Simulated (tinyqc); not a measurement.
## Silicon n-p-n transistor, Gummel numbers and transit times: Cut-off frequency against collector current

One-dimensional n-p-n transistor in the forward active mode at low injection. In the base p(x) = NB exp(-eta x/wb) and ni(x)^2 = ni^2 exp((g0 + g1 x/wb)/Vt); electrons leave the base at vsat; band spikes at the emitter junction and recombination inside the emitter are ignored.

f(x) = p(x) ni^2/ni(x)^2; I(x) = integral from x to wb of f/Dn, plus f(wb)/vsat; base Gummel number GB = I(0); electron density per unit flux n/(J/q) = I/f; base transit time tauB = integral of I/f over the base. ni = sqrt(Nc Nv) exp(-Eg/(2 Vt)), Eg in volts; JC = J0 exp(VBE/Vt), J0 = q ni^2/GB; collector layer one-sided, Wc = sqrt(2 eps0 eps_r (Vbc + VCB)/(q NC)), Vbc = Vt ln(NB exp(-eta) NC/ni^2), Cjc = eps0 eps_r/Wc, tauC = Wc/(2 vsat). Delay 1/(2 pi fT) = tauE + tauB + tauC + tauR with tauE = Vt (Cj + Cjc)/JC and tauR = Rc Cjc. Charge stored in the emitter is left out. The Kirk effect, also left out, sets in near JC = q NC vsat. n(0) = (JC/q) I(0)/f(0).

Values chosen for this exercise; band and dielectric values close to those of silicon: temperature T = 300 K; band gap Eg = 1.13 eV; relative permittivity eps_r = 11.6; conduction-band density of states at T Nc = 2.75e19 cm^-3; valence-band density of states at T Nv = 2.67e19 cm^-3; saturation velocity vsat = 1e7 cm/s; neutral base width wb = 55 nm; base doping at the emitter edge NB = 3.1e17 cm^-3; doping falls as exp(-eta x/wb) eta = 2.4; gap reduction at the emitter edge of the base g0 = 0 eV; further gap reduction across the base (linear) g1 = 0 eV; electron diffusion coefficient in the base Dn = 11 cm^2/s; collector doping NC = 7.3e15 cm^-3; collector-base reverse bias VCB = 0.3 V; emitter junction capacitance Cj = 1.9 fF/um^2; emitter plus collector resistance Rc = 3.9 ohm um^2.

Constants: q = 1.602176634e-19 C, kB = 1.380649e-23 J/K, Vt = kB T/q, eps0 = 8.8541878128e-14 F/cm where lengths are in cm. Results are converted to the units shown.

The same in every row: tauB (ps) = 0.9201; tauC (ps) = 2.137; tauR (ps) = 9.373e-4.

Cut-off frequency against collector current:
```
JC (mA/um^2)	VBE (V)	tauE (ps)	fT (GHz)	JC/(q NC vsat)	n(0)/NB
0.00039	0.6722	141.9	1.098	0.003335	1.559e-4
0.00084	0.6921	65.87	2.309	0.007182	3.357e-4
0.0018	0.7118	30.74	4.709	0.01539	7.194e-4
0.0039	0.7317	14.19	9.229	0.03335	0.001559
0.0083	0.7513	6.666	16.37	0.07097	0.003317
0.018	0.7713	3.074	25.96	0.1539	0.007194
0.038	0.7906	1.456	35.26	0.3249	0.01519
0.082	0.8105	0.6748	42.64	0.7011	0.03277
0.18	0.8308	0.3074	47.29	1.539	0.07194
```

fT rises from 1.10 to 47.3 GHz as the charging time falls as 1/JC; its limit for vanishing tauE is 52.0 GHz, of which the largest delay is tauC (69.9 %). tauE equals the other delays together at JC = 0.0181 mA/um^2. For JC = 0.082, 0.18 JC nears or passes q NC vsat, where base push-out would lower fT.

Range of the model: Heavy doping makes emitter or base degenerate; gE and g0 are to be read as apparent gap changes that include this.

Computed by the program tinyqc: `OMP_NUM_THREADS=1 python tinyqc.py 2320037 2320038 out.jsonl`, one thread of a shared Intel Xeon 2.30GHz, about 0.01 s for the whole run.
